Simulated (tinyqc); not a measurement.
Dose and depth of a threshold implant.

Inverse problem. A sheet of D acceptors per cm^2 lies at depth xi inside the depleted layer of a body doped Na. In the depletion approximation VT = Vfb + f2 + q D/Cox + gamma sqrt(f2 + Vsb - q D xi/(eps0 eps_r)), gamma = sqrt(2 eps0 eps_r q Na)/Cox, Cox = eps0 eox/tox. Find gamma, D and xi.

Parameters, values chosen for the exercise; band and dielectric values close to those of silicon:

| symbol | value | unit | meaning |
|---|---|---|---|
| eps_r | 11.7 |  | relative permittivity |
| Na | 1.2e18 | cm^-3 | acceptor density deep in the body |
| eox | 25.1 |  | relative permittivity of the gate insulator (close to zirconium oxide) |
| tox | 15 | nm | insulator thickness |
| Vfb | -0.99 | V | flat-band voltage |
| f2 | 0.938 | V | band bending 2 phiF at threshold |

Constants: q = 1.602176634e-19 C, eps0 = 8.8541878128e-14 F/cm where lengths are in cm. Results are converted to the units shown.

VT against the source at Vsb = 0 and 2.9 V (V): [0.37894420, 0.80477650]

Solution. With y^2 = f2 - q D xi/(eps0 eps_r) and d the difference of the thresholds over gamma, sqrt(y^2 + Vsb) - y = d gives y = (Vsb - d^2)/(2 d). The first threshold then gives D, and y^2 gives xi.

gamma = 0.4260 V^0.5
D = 2.400e11 cm^-2
xi = 9.200 nm

tinyqc, about 0.4 s, one thread, Intel Xeon 2.30GHz (shared host): `OMP_NUM_THREADS=1 python tinyqc.py 2080082 2080083 out.jsonl`
